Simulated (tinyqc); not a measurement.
# Adsorption as a lattice gas: isotherms with interactions, competition, desorption peaks and saturation dose, step by step

A worked calculation. Computed by tinyqc, a small Python program that keeps every step. Command: `OMP_NUM_THREADS=1 python tinyqc.py 3007160 3007161 out.jsonl adsorb walk`. One thread of a shared host (Intel(R) Xeon(R) Processor @ 2.30GHz), about 0.1 s of CPU time with the checks. Intermediate numbers are printed to about 5 digits and carried at full precision; extremes and crossings named in words are read from the listed rows.

One adsorbate per site; a molecule needs 1 empty site. Gas and surface have the same temperature.

Inputs (values chosen for the exercise, for a model surface):
```
quantity                                          value    unit
desorption energy E                               0.874      eV
prefactor nu                                    2.8e+12     1/s
pair energy w (positive repels)                   0.043      eV
neighbours z                                          4       -
site density N_s                                     14  1/nm^2
molecular mass M                                    133       u
sticking coefficient s0                            0.27       -
temperature T                                       284       K
pressure p                                      1.3e-05      Pa
blocking by a second gas, K_B p_B                 0.099       -
heating rate beta                                    18     K/s
aspect ratio a (depth over diameter) of a hole       40       -
```

Adsorption: molecular (first order).

Constants: u = 1.6605390666e-27 kg; k_B = 1.380649e-23 J/K; k_B = 8.617333262e-05 eV/K.

## Flux and the Langmuir coverage

Flux F = p/sqrt(2 pi M k_B T); k_d = nu exp(-E/(k_B T)); s0 F (1 - theta) = N_s k_d theta, so y = s0 F/(N_s k_d), theta = y/(1 + y). With a second gas on the same sites theta = y/(1 + y + K_B p_B).

flux F = 0.17624 1/(nm^2 s)

k_d = 8.6580e-04 1/s

y = 3.9257

Langmuir coverage = 0.79698

coverage with the second gas = 0.78128

## Coverage with interactions

With u = w/(k_B T). Mean field: theta/(1 - theta) = y exp(-z u theta). Quasi-chemical: theta/(1 - theta) = y [(r - 1 + 2 theta)(1 - theta)/((r + 1 - 2 theta) theta)]^(-z/2) exp(-z u/2), r = sqrt(1 - 4 theta (1 - theta)(1 - exp(-u))).

u = 1.7570

coverage, mean field = 0.30906

coverage, quasi-chemical = 0.35223

Repulsion lowers the coverage from 0.7970. Both theories put half coverage at ln y = z u/2 = 3.514; here ln y = 1.368. Caution: for z u near 4 or above (near 8 on the triangular lattice, z = 6) mean field itself predicts sublattice order near half coverage (the exact threshold is higher); both uniform formulas leave ordering out.

## Isotherms

The formulas are those given above.

Coverage; the first column is ln y - z u/2:
```
ln y - z u/2  no interaction  mean field  quasi-chemical
-5.0                 0.18453     0.10047         0.12292
-3.0                 0.62575     0.23840         0.28544
-2.0                 0.81966     0.32162         0.36313
-1.0                 0.92512     0.40969         0.43371
-0.5                 0.95320     0.45471         0.46714
0.0                  0.97108     0.50000         0.50000
0.5                  0.98226     0.54529         0.53286
1.0                  0.98916     0.59031         0.56629
2.0                  0.99599     0.67838         0.63687
3.0                  0.99852     0.76160         0.71456
5.0                  0.99980     0.89953         0.87708
```

At half coverage the slope d theta/d ln y is 1/4 without interaction, 1/(4 + z u) = 0.091 in mean field and 0.066 in the pair theory, 1/[4 + 2 z (exp(u/2) - 1)]. Repulsion spreads the filling over a wider range of pressure; the two theories differ by at most 0.047 in these rows.

## Desorption peak without interaction

The peak obeys E/(k_B T_p^2) = (nu/beta) exp(-E/(k_B T_p)) exactly. Redhead's shortcut, with the constant 3.46 (3.64 is also in use), reads E back as k_B T_p [ln(nu' T_p/beta) - 3.46], nu' = nu.

peak temperature T_p = 358.28 K

E by Redhead's shortcut = 0.87039 eV

The shortcut misses by -0.41 %, since 3.46 stands for ln(E/(k_B T_p)) = 3.34. A prefactor wrong by a factor 100 would shift E by 0.142 eV.

## Peak against initial coverage

Heating at the rate beta: d theta/dT = -(nu/beta) theta^1 exp(-[E - z w theta]/(k_B T)). Integrated numerically (relative tolerance 1e-9); T_p is the maximum of the rate.

Peak temperatures (K):
```
theta_0   w = 0  with w
0.1      358.28  352.97
0.3      358.28  342.02
0.5      358.28  330.59
0.7      358.28  318.69
0.9      358.28  306.37
```

Without interaction the peak does not move; with w it moves by -46.6 K, so repulsion in first order mimics second-order kinetics.

## Dose to saturate, flat and in a hole

Without desorption or interaction, 99 % coverage needs the time (N_s/(s0 F)) ln 100. For a round hole of aspect ratio a in molecular flow with unit sticking (Gordon), the time is N_s/F x [1 + (19/4) a + (3/2) a^2]. The larger of the two times is a rough guide.

time on a flat surface = 1354.9 s

time for the hole = 2.0582e+05 s

The hole is limited by transport: for deep holes the dose grows as a^2. Caution: with k_d = nu exp(-E/(k_B T)) of these inputs desorption is not negligible over the time on a flat surface, so without interaction 99 % coverage is not reached.

Checks made by the program: quasi-chemical form at low coverage and at the symmetry point (relative difference 1e-07); T_p against the integrated rate equation (relative difference 2e-09).
